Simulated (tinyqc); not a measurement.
Off-state leakage of single and stacked transistors: one step of the calculation.

n-channel devices of unit width. Subthreshold current I(Vg, Vs, Vd) = I0 (T/300 K)^0.5 exp[(Vg - Vs - VT(T) - gb (Vs - Vb) + dd (Vd - Vs))/(nf Vt)] (1 - exp(-(Vd - Vs)/Vt)), VT(T) = VT - cT (T - 300 K). Gate-edge tunnelling Ig (Vd/1 V) exp(ag (Vd - 1 V)), for a gate at 0 V, and band-to-band leakage Ab u exp(-Bb/u), u = Vd - Vb + 1 V, flow at a drain held at V; both are taken as independent of T. In a stack of off transistors (all gates at 0 V) the same subthreshold current passes through each.

Problem. New Vx. Stack of two, Vx the node between them: I_low = I(0, 0, Vx), I_up = I(0, Vx, V), f = ln(I_up/I_low), f' = -(1 + gb + 2 dd)/(nf Vt) - 1/(Vt (exp(Vx/Vt) - 1)) - 1/(Vt (exp((V - Vx)/Vt) - 1)), Vx(new) = Vx - f/f'.

Parameters, values chosen for the exercise; values of the order met in bulk silicon logic transistors: temperature T = 378 K; supply voltage V = 0.8 V; threshold at 300 K, zero drain and body bias VT = 0.34 V; fall of the threshold with temperature cT = 0.6 mV/K; current at threshold at 300 K I0 = 0.17 uA/um; slope factor nf = 1.26; drain-induced lowering per volt dd = 0.06; rise of the threshold per volt of source-body bias gb = 0.24; body voltage Vb = 0 V.

Constants: q = 1.602176634e-19 C, kB = 1.380649e-23 J/K, Vt = kB T/q. Results are converted to the units shown.

Vx at the start = 0.035 V

Give: I_low; I_up; f; f'; Vx after iteration 1.

Solution.

I_low = 0.1045 nA/um
I_up = 0.1602 nA/um
f = 0.4275
f' = -49.06 1/V
Vx after iteration 1 = 0.04371 V

Program tinyqc, `OMP_NUM_THREADS=1 python tinyqc.py 2242270 2242271 out.jsonl`; Intel Xeon 2.30GHz, shared host, one thread, about 0.03 s.
